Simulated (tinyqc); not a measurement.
What each parameter does: six-band hole subbands of a thin body in a field.

Basis X, Y, Z times spin, hole energies counted downwards from the unstrained edge (the hydrostatic shift is left out), c = hbar^2/2m0. For a symmetric tensor T let C(T) have C_XX = L Txx + M (Tyy + Tzz), C_XY = N Txy (cyclic), L = c (g1 + 4 g2), M = c (g1 - 2 g2), N = 6 c g3. k = q + kz n, n the unit normal, q = k1 u + k2 v with u along the channel [1-10] and v = n x u. H = C(k k^T) + (Dso/3)(1 - L.sigma) - B + e F z with (L_k)_ij = -i epsilon_kij; B is the block C built from the traceless strain with 2b, -b and sqrt(3) d in place of L, M, N. Strain: exx = eyy = (s11 + s12) sx/2, ezz = s12 sx, exy = -s44 sx/4. Hard walls at z = 0 and t; basis sin(j pi z/t), j = 1 to Nz: kz^2 = (j pi/t)^2, kz = -i D with D_jl = 4 j l/(t (j^2 - l^2)), z_jj = t/2 and z_jl = -8 t j l/(pi (j^2 - l^2))^2 for j + l odd; 1 MV/cm = 0.01 eV/angstrom.

Nz = 14. E1 is the top subband at q = 0, gap the distance to the next pair, and the masses are c q^2/(E(q) - E1) at |q| = 0.02 1/angstrom (mean of the spin pair) along the channel [1-10] and across it in the plane; a dash marks a band that does not rise.

Constants: hbar^2/2m0 = 3.80998211 eV angstrom^2.

Parameters, chosen for this exercise (near those of a p-type Si channel; the results hold for these values, not for the real material): g1 = 4.28 (Luttinger gamma1); g2 = 0.34 (gamma2); g3 = 1.44 (gamma3); Dso = 0.045 eV (spin-orbit splitting); b = -2.11 eV (tetragonal potential); d = -4.76 eV (trigonal potential); S = (7.54, -2.17, 12.5) 1/TPa (compliances s11, s12, s44); face = 001 (surface); t = 65 angstrom (body thickness); F = 0.2 MV/cm (field across the body); sx = -1.5 GPa (stress along the channel [1-10], negative in compression).

Six bands.

Results for these values:
```
case  E1 (meV)  gap (meV)  m channel (m0)  m across (m0)
base      48.3       75.6           0.153          2.217
```

What happens to each result for F = 0.5 MV/cm, all else kept?

Answer: E1 rises from 48.3 to 120.8; gap rises from 75.6 to 76.9; m channel rises from 0.153 to 0.159; m across rises from 2.217 to 2.245.

The same for each parameter in turn:
```
case             E1 (meV)  gap (meV)  m channel (m0)  m across (m0)
base                 48.3       75.6           0.153          2.217
t = 55 angstrom      53.8       76.6           0.156          2.242
F = 0.5 MV/cm       120.8       76.9           0.159          2.245
sx = -2 GPa          31.1      100.8           0.147          2.487
g3 = 1.34            48.3       75.6           0.153          1.340
g2 = 0.39            47.3       76.1           0.151          1.997
Dso = 0.068 eV       51.6       74.0           0.157          1.745
d = -3.81 eV         55.5       62.3           0.157          1.961
```

Program tinyqc; command `OMP_NUM_THREADS=1 python tinyqc.py 1281103 1281104 out.jsonl`; about 0.4 s on one thread of a shared Intel(R) Xeon(R) Processor @ 2.30GHz.
